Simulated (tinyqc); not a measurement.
Hubbard chain of 2 sites, step by step. Computed by tinyqc, a small Python program that keeps every step. Settings: hopping = 1.64, U = 5.9, mixing = 0.2, iteration cap = 88. Command: `OMP_NUM_THREADS=1 python tinyqc.py 23841 23842 out.jsonl` (the two numbers bound the seeds that draw the settings). One thread of a shared host (Intel(R) Xeon(R) Processor @ 2.60GHz), about 0.2 s of CPU time with the checks. Later iterations appear only in the table of the cycle.

## Mean-field iteration 1

one-body matrix (hopping and site energies) (eV):
```
,1,2
1,0.570000,-1.640000
2,-1.640000,-0.780000
```

U = 5.900000 eV

electrons, up and down: 1  1

mixing = 0.200000

n(up) at the start (a guess, not normalised): 1 0.950000, 2 0.050000

n(down) at the start (a guess): 1 0.050000, 2 0.950000

H(up) = T + U n(down), H(down) = T + U n(up); fill the lowest levels; n(new) = n + mixing (n(out) - n); E = tr T (rho up + rho down) + U sum n_up n_down of the output.

levels, up (eV): 0.274008  5.415992

levels, down (eV): -0.866940  6.556940

energy = -1.154541 eV

n(up) after iteration 1: 1 0.937013, 2 0.062987

n(down) after iteration 1: 1 0.050290, 2 0.949710

## Mean-field iteration 2

As before.

levels, up (eV): 0.275323  5.414677

levels, down (eV): -0.798359  6.488359

energy = -1.155974 eV

n(up) after iteration 2: 1 0.926596, 2 0.073404

n(down) after iteration 2: 1 0.050936, 2 0.949064

## Mean-field iteration 3

As before.

levels, up (eV): 0.278256  5.411744

levels, down (eV): -0.743586  6.433586

energy = -1.156957 eV

n(up) after iteration 3: 1 0.918203, 2 0.081797

n(down) after iteration 3: 1 0.051802, 2 0.948198

## Convergence

Each step fills the lowest levels of T + U n(other spin) and sets n(new) = n + mixing (n(out) - n); stop when output and input agree to 1e-8.

Course of the cycle:
```
iteration,E (eV),largest |n(out) - n(in)|,mean |n_up - n_down|
1,-1.15454135,6.49e-02,0.833618
2,-1.15597412,5.21e-02,0.831411
3,-1.15695695,4.20e-02,0.829360
4,-1.15763663,3.40e-02,0.827484
5,-1.15811123,2.77e-02,0.825788
6,-1.15844604,2.26e-02,0.824268
7,-1.15868462,1.86e-02,0.822915
8,-1.15885622,1.53e-02,0.821715
9,-1.15898067,1.27e-02,0.820655
10,-1.15907155,1.06e-02,0.819723
11,-1.15913831,8.88e-03,0.818905
...,...,...,...
78,-1.15933100,4.49e-07,0.813394
79,-1.15933100,3.89e-07,0.813394
80,-1.15933100,3.36e-07,0.813394
81,-1.15933100,2.91e-07,0.813393
82,-1.15933100,2.52e-07,0.813393
83,-1.15933100,2.18e-07,0.813393
84,-1.15933100,1.89e-07,0.813393
85,-1.15933100,1.64e-07,0.813393
86,-1.15933100,1.42e-07,0.813393
87,-1.15933100,1.23e-07,0.813393
88,-1.15933100,1.06e-07,0.813393
```

Not converged within 88 iterations: the residual falls steadily but slowly, by a factor of about 0.87 a step. The lowest mean-field energy found from random starts is -1.15933 eV. Reruns (cap 100 unless said): mixing 0.5: converged in 38 (E = -1.15933); mixing 0.9: converged in 17 (E = -1.15933); the original settings with a cap of 400: converged in 105 (E = -1.15933).

## The many-body Hamiltonian

Basis: all placements (u, d, 2, 0 on each site), up operators ordered before down ones; hops carry the sign of the same-spin electrons passed.

H (eV):
```
,20,ud,du,02
20,7.040000,-1.640000,-1.640000,0.000000
ud,-1.640000,-0.210000,0.000000,-1.640000
du,-1.640000,0.000000,-0.210000,-1.640000
02,0.000000,-1.640000,-1.640000,4.340000
```

## Exact diagonalisation (4 states)

Lowest levels of the sector, and the double occupancy of the lowest state.

lowest levels (eV): -1.713196  -0.210000  5.021265  7.861931

double occupancy per site = 0.089159
